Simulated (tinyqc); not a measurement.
Mass anisotropy: shallow donor in an anisotropic valley (effective-mass theory).

One valley: H = -c [(d2/dx2 + d2/dy2)/mt + (d2/dz2)/ml] - q/(eps r), c = hbar^2/2m0, q = e^2/(4 pi eps0). Trial function exp(-sqrt((x^2 + y^2)/a^2 + z^2/b^2)) with a > b: T = (c/3)(2/(mt a^2) + 1/(ml b^2)), V = -(q/eps) atan(u/b)/u, u = sqrt(a^2 - b^2). The central cell of the impurity is left out.

Constants: hbar^2/2m0 = 3.80998211 eV angstrom^2; e^2/(4 pi eps0) = 14.39964547 eV angstrom; Ry = 13.60569312 eV; a0 (Bohr radius) = 0.5291772105 angstrom.

Values chosen for the exercise (out of a larger set: near those of Ge; not measured data): mt = 0.082 m0 (transverse mass); eps = 15.1 (dielectric constant); xs = (1.3, 2.3, 2.9, 5.1, 9.3, 20, 80, 100) (ratios ml/mt).

mt and eps fixed, ml varied. Energies in units of Ry*(mt) = Ry mt/eps^2 and lengths in a*(mt) = a0 eps/mt; the last two columns use one mass, 3/(1/ml + 2/mt) or (ml mt^2)^(1/3).

Results:
```
ml/mt   a/a*    b/a  binding  conductivity mass  density-of-states mass
1.30   0.947  0.911    1.089              1.083                   1.091
2.30   0.848  0.744    1.292              1.232                   1.320
2.90   0.813  0.686    1.377              1.279                   1.426
5.10   0.742  0.563    1.587              1.366                   1.721
9.30   0.680  0.457    1.812              1.423                   2.103
80.0   0.545  0.219    2.540              1.491                   4.309
100    0.536  0.203    2.605              1.493                   4.642
```

Give the missing row, ml/mt = 20.0.

Computed row:
```
ml/mt   a/a*    b/a  binding  conductivity mass  density-of-states mass
20.0   0.620  0.351    2.090              1.463                   2.714
```

The binding grows from 1.09 to 2.60 Ry*(mt); for ml going to infinity the exact problem becomes two-dimensional, with 4 Ry*. The conductivity mass saturates at 1.5 and underbinds, by 14 % at ml/mt = 5.1; the density-of-states mass errs by +8 % there and by +78 % in the last row. With these mt and eps one unit is 4.89 meV.

Computed by tinyqc, a small Python program: `OMP_NUM_THREADS=1 python tinyqc.py 1251836 1251837 out.jsonl` (the numbers bound the seed that draws the inputs); one thread of a shared host (Intel(R) Xeon(R) Processor @ 2.30GHz), about 0.01 s for the whole set of steps.
